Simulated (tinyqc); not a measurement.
## Capacitance shares from swing and barrier lowering

Question. Below threshold the charge is negligible, so the band edge moves as -(aG Vg + aD Vd), aG = CG/CS, aD = CD/CS (CG, CD the capacitances of the barrier top to gate and drain, CS the total), and I goes as exp((aG Vg + aD Vd)/Vt) once Vd is well above Vt. Find aG, aD, CS and CD.

Parameters, values chosen for the exercise:
- T = 200 K (temperature)

Constants: q = 1.602176634e-19 C, kB = 1.380649e-23 J/K, Vt = kB T/q. Results are converted to the units shown.

swing = 46.144519 mV/decade
DIBL = 40.697674 mV/V
CG = 18.333794 pF/cm

Solution. The swing is Vt ln 10/aG and the DIBL, -dVg/dVd at fixed current, is aD/aG.

aG = 0.860
aD = 0.0350
CS = 21.3 pF/cm
CD = 0.746 pF/cm

tinyqc, about 0.06 s, one thread, Intel Xeon 2.30GHz (shared host): `OMP_NUM_THREADS=1 python tinyqc.py 2400024 2400025 out.jsonl`
